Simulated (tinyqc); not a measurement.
Inside a calculation. Model: capacitance measurement on a leaky thin oxide: effects of series resistance and leakage.

Program tinyqc, `OMP_NUM_THREADS=1 python tinyqc.py 2022039 2022040 out.jsonl`; Intel Xeon 2.30GHz, shared host, one thread, about 0.01 s. Printed values are rounded.

The device is a capacitance C in parallel with a leakage conductance G, in series with Rs and Ls. An impedance meter reports either a parallel pair (Cp, Gp) from Y = 1/Z = Gp + i w Cp or a series pair (Cs, Rm) from Z = Rm + 1/(i w Cs); w = 2 pi f, dissipation D = Gp/(w |Cp|).

Values chosen for this exercise; values of the order met in thin-oxide MOS capacitors: relative permittivity of the gate insulator (close to hafnium oxide) eox = 22.6; insulator thickness tox = 5.1 nm; gate area A = 100 um^2; oxide-equivalent thickness added by the accumulation layer zc = 0.39 nm; oxide-equivalent thickness added by gate depletion zp = 0 nm; gate leakage current density, not matched to the thickness Jg = 0.12 A/cm^2; voltage for an e-fold rise of the leakage Vs = 0.16 V; series resistance Rs = 87 ohm; series inductance Ls = 0 nH; measuring frequency f = 10000 Hz.

Constants: eps0 = 8.8541878128e-14 F/cm where lengths are in cm. Results are converted to the units shown.

## True capacitance and conductance

EOT = 3.9 tox/eox; CET = EOT + zc + zp; C = 3.9 eps0 A/CET; G = Jg A/Vs.

EOT = 0.880088 nm
CET = 1.27009 nm
C = 2.71881 pF
G = 0.75 uS

## What the meter reports

Z = Rs + i w Ls + 1/(G + i w C).

Z = (1.26766-0.28872i) x 1e6 ohm
Cp = 2.71846 pF
Gp = 0.749954 uS
Cs = 55.1251 pF
D = 4.39068

Cp is 0.013 % below C and Cs is 20.3 times it; G Rs = 6.53e-5, w C Rs = 1.49e-5 and G/(w C) = 4.39.
